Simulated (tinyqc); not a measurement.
# Mass and degeneracy from charge and saturation current

Inverse problem. At high drain voltage only states moving towards the drain are filled: I = gv (2 q^2/h) Vt ln(1 + exp eta) and n = (N0/2) F_(-1/2)(eta), N0 = gv sqrt(2 m kB T/pi)/hbar, F_(-1/2)(x) = (1/sqrt(pi)) int_0^infinity u^(-1/2)/(1 + exp(u - x)) du. Find eta and m.

Values chosen for this exercise: temperature T = 250 K; valley degeneracy gv = 4.

Constants: q = 1.602176634e-19 C, kB = 1.380649e-23 J/K, hbar = 1.054571817e-34 J s, h = 6.62607015e-34 J s, m0 = 9.1093837015e-31 kg, Vt = kB T/q. Results are converted to the units shown.

n = 3.7631296e6 cm^-1
I = 26.697228 uA

Answer. In one dimension the current holds no mass, so it gives eta directly; n then gives m.

eta = 3.980
m = 0.04140 m0

Computed by the program tinyqc: `OMP_NUM_THREADS=1 python tinyqc.py 2400127 2400128 out.jsonl`, one thread of a shared Intel Xeon 2.30GHz, about 0.04 s for the whole run.
